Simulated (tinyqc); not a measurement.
Short-channel transistor, virtual-source model with series resistance: one step of the calculation.

The current per gate width is the charge at the top of the source barrier (the virtual source) times its velocity times a saturation function; al and be are fitting constants of the model. Units: I in uA/um, Rs in ohm um, so I Rs = 1e-6 I Rs in volts; Q in uC/cm^2, so I = 1e-4 Q vx0 Fsat with vx0 in cm/s.

Task. Current through the series resistance. Intrinsic voltages Vg' = Vgs - I Rs, Vd' = Vds - 2 I Rs. n = n0 + nd Vd', VT = VT0 - dl Vd', Ff = 1/(1 + exp((Vg' - VT + al Vt/2)/(al Vt))), Q = Cinv n Vt ln(1 + exp((Vg' - VT + al Vt Ff)/(n Vt))), Vdsat = (vx0 L/mu)(1 - Ff) + Vt Ff, Fsat = u/(1 + u^be)^(1/be) with u = Vd'/Vdsat, and I(out) = Q vx0 Fsat per width. (Fsat takes the sign of u.) I(new) = I + 0.5 (I(out) - I).

Parameters, values chosen for the exercise: temperature T = 300 K; inversion capacitance Cinv = 1.02 uF/cm^2; velocity at the virtual source vx0 = 6.07e6 cm/s; apparent mobility mu = 130 cm^2/(V s); channel length L = 16 nm; threshold at zero drain voltage VT0 = 0.436 V; drain-induced barrier lowering dl = 0.177 V/V; subthreshold factor n0 = 1.54; growth of n with drain voltage nd = 0 1/V; threshold shift (in units of Vt) from weak to strong inversion al = 3.5; sharpness of saturation be = 2; series resistance of each contact Rs = 200 ohm um; gate voltage Vgs = 1 V; drain voltage Vds = 0.5 V.

Constants: q = 1.602176634e-19 C, kB = 1.380649e-23 J/K, Vt = kB T/q. Results are converted to the units shown.

I after iteration 1 = 199.79041 uA/um

Wanted: Vg'; Vd'; VT; Ff; Q; Vdsat; Fsat; I(out); I after iteration 2.

Result.

Vg' = 0.9600 V
Vd' = 0.4201 V
VT = 0.3616 V
Ff = 8.134e-4
Q = 0.6104 uC/cm^2
Vdsat = 0.07467 V
Fsat = 0.9846
I(out) = 364.8 uA/um
I after iteration 2 = 282.3 uA/um

Numbers from tinyqc (`OMP_NUM_THREADS=1 python tinyqc.py 2380081 2380082 out.jsonl`; about 0.01 s on one thread of a shared Intel Xeon 2.30GHz).
